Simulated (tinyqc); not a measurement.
Schottky barrier on an n-type semiconductor, non-linear Poisson equation by Newton steps: two steps of the calculation.

One dimension, metal at x = 0, donor density C(x) = Nd, uniform. Energies are counted from the electron Fermi level of the semiconductor and the conduction-band edge is Ec = -psi, so n = Nc exp(psi/Vt); holes follow the Fermi level of the metal, at -V, so p = Nv exp((V - psi - Eg)/Vt). Ends: psi(0) = V - phiB and psi = Vt ln(Nd/Nc) deep inside. Boltzmann statistics, full ionisation, no current, no image force in the Poisson equation.

Parameters, values chosen for the exercise; band and dielectric values those of a made-up semiconductor:
```
symbol    value   unit                                      meaning
T           400      K                                  temperature
Eg         1.36     eV                                     band gap
eps_r      11.1                               relative permittivity
Nc      3.53e19  cm^-3       conduction-band density of states at T
Nv      4.68e19  cm^-3          valence-band density of states at T
V          -1.9      V  bias of the metal against the semiconductor
```

Constants: q = 1.602176634e-19 C, kB = 1.380649e-23 J/K, Vt = kB T/q, eps0 = 8.8541878128e-14 F/cm where lengths are in cm. Results are converted to the units shown.

Question 1. Densities, residual and Jacobian diagonal. n_i = Nc exp(psi_i/Vt), p_i = Nv exp((V - psi_i - Eg)/Vt), rho_i = p_i - n_i + C_i, g_i = (n_i + p_i)/Vt. Box widths w_i = (h_(i-1) + h_i)/2 in cm. Residual F_i = a_i (psi_(i+1) - psi_i) - a_(i-1) (psi_i - psi_(i-1)) + q rho_i w_i; Jacobian: a_(i-1) and a_i beside the diagonal, b_i = -a_(i-1) - a_i - q g_i w_i on it. The two end nodes are fixed.

| node | x (nm) | psi after iteration 1 (V) | donor density C (cm^-3) |
|---|---|---|---|
| 0 | 0 | -2.5700000 | 3.5e16 |
| 1 | 17 | -2.3585857 | 3.5e16 |
| 2 | 36.7 | -2.1239066 | 3.5e16 |
| 3 | 59.6 | -1.8650224 | 3.5e16 |
| 4 | 86.2 | -1.5830913 | 3.5e16 |
| 5 | 117 | -1.2818627 | 3.5e16 |
| 6 | 153 | -0.9640799 | 3.5e16 |
| 7 | 195 | -0.6400627 | 3.5e16 |
| 8 | 243 | -0.3313785 | 3.5e16 |
| 9 | 299 | -0.0543216 | 3.5e16 |
| 10 | 364 | 0.1550746 | 3.5e16 |
| 11 | 440 | 0.2470521 | 3.5e16 |
| 12 | 528 | 0.1476918 | 3.5e16 |
| 13 | 629 | -0.2383999 | 3.5e16 |

| interval | coupling a_i (F/cm^2) |
|---|---|
| 0 | 5.7812638e-7 |
| 1 | 4.9889079e-7 |
| 2 | 4.2917679e-7 |
| 3 | 3.6947927e-7 |
| 4 | 3.1909573e-7 |
| 5 | 2.7300412e-7 |
| 6 | 2.3400354e-7 |
| 7 | 2.0475309e-7 |
| 8 | 1.7550265e-7 |
| 9 | 1.5120228e-7 |
| 10 | 1.2931774e-7 |
| 11 | 1.1168351e-7 |
| 12 | 9.7308401e-8 |

Wanted: n; p; residual F; diagonal b.

Answer 1.

| node | n (cm^-3) | p (cm^-3) |
|---|---|---|
| 0 | 1.470e-13 | 9.476e10 |
| 1 | 6.775e-11 | 2.056e8 |
| 2 | 6.134e-8 | 2.270e5 |
| 3 | 1.121e-4 | 124.3 |
| 4 | 0.3997 | 0.03484 |
| 5 | 2495 | 5.582e-6 |
| 6 | 2.517e7 | 5.533e-10 |
| 7 | 3.043e11 | 4.576e-14 |
| 8 | 2.358e15 | 5.905e-18 |
| 9 | 7.301e18 | 1.908e-21 |
| 10 | 3.174e21 | 4.387e-24 |
| 11 | 4.576e22 | 3.043e-25 |
| 12 | 2.562e21 | 5.435e-24 |
| 13 | 3.500e16 | 3.979e-19 |

| node | residual F (C/cm^2) | diagonal b (F/cm^2) |
|---|---|---|
| 1 | 0.00000 | -1.077e-6 |
| 2 | 0.00000 | -9.281e-7 |
| 3 | 0.00000 | -7.987e-7 |
| 4 | 0.00000 | -6.886e-7 |
| 5 | 0.00000 | -5.921e-7 |
| 6 | 0.00000 | -5.070e-7 |
| 7 | 0.00000 | -4.388e-7 |
| 8 | 0.00000 | -4.373e-7 |
| 9 | -0.00001 | -2.056e-4 |
| 10 | -0.00359 | -0.1040 |
| 11 | -0.06012 | -1.744 |
| 12 | -0.00388 | -0.1125 |

Question 2. Converged densities, field and barrier lowering. n and p as above; E_i = -(psi_(i+1) - psi_i)/h_i; at the metal |E_0| = |E on interval 0| + q rho_0 (h_0/2)/(eps0 eps_r), rho_0 = p_0 - n_0 + C_0; image-force lowering dphi = sqrt(q |E_0|/(4 pi eps0 eps_r)).

| node | x (nm) | converged psi (V) | donor density C (cm^-3) |
|---|---|---|---|
| 0 | 0 | -2.5700000 | 3.5e16 |
| 1 | 17 | -2.3024339 | 3.5e16 |
| 2 | 36.7 | -2.0129977 | 3.5e16 |
| 3 | 59.6 | -1.7043771 | 3.5e16 |
| 4 | 86.2 | -1.3834552 | 3.5e16 |
| 5 | 117 | -1.0622974 | 3.5e16 |
| 6 | 153 | -0.7555231 | 3.5e16 |
| 7 | 195 | -0.4910786 | 3.5e16 |
| 8 | 243 | -0.3120181 | 3.5e16 |
| 9 | 299 | -0.2496319 | 3.5e16 |
| 10 | 364 | -0.2396158 | 3.5e16 |
| 11 | 440 | -0.2385003 | 3.5e16 |
| 12 | 528 | -0.2384063 | 3.5e16 |
| 13 | 629 | -0.2383999 | 3.5e16 |

Give: n; p; field E; |E_0| at the metal; image-force lowering.

Answer 2.

| node | n (cm^-3) | p (cm^-3) |
|---|---|---|
| 0 | 1.470e-13 | 9.476e10 |
| 1 | 3.454e-10 | 4.031e7 |
| 2 | 1.532e-6 | 9093 |
| 3 | 0.01185 | 1.176 |
| 4 | 130.9 | 1.064e-4 |
| 5 | 1.457e6 | 9.559e-9 |
| 6 | 1.068e10 | 1.304e-12 |
| 7 | 2.293e13 | 6.073e-16 |
| 8 | 4.135e15 | 3.368e-18 |
| 9 | 2.527e16 | 5.512e-19 |
| 10 | 3.379e16 | 4.122e-19 |
| 11 | 3.490e16 | 3.990e-19 |
| 12 | 3.499e16 | 3.980e-19 |
| 13 | 3.500e16 | 3.979e-19 |

| interval | field E (kV/cm) |
|---|---|
| 0 | -157.4 |
| 1 | -146.9 |
| 2 | -134.8 |
| 3 | -120.6 |
| 4 | -104.3 |
| 5 | -85.2 |
| 6 | -63.0 |
| 7 | -37.3 |
| 8 | -11.1 |
| 9 | -1.5 |
| 10 | -0.1 |
| 11 | 0.0 |
| 12 | 0.0 |

|E_0| at the metal = 162.2 kV/cm
image-force lowering = 45.88 mV

Computed by the program tinyqc: `OMP_NUM_THREADS=1 python tinyqc.py 2020126 2020127 out.jsonl`, one thread of a shared Intel Xeon 2.30GHz, about 0.06 s for the whole run.
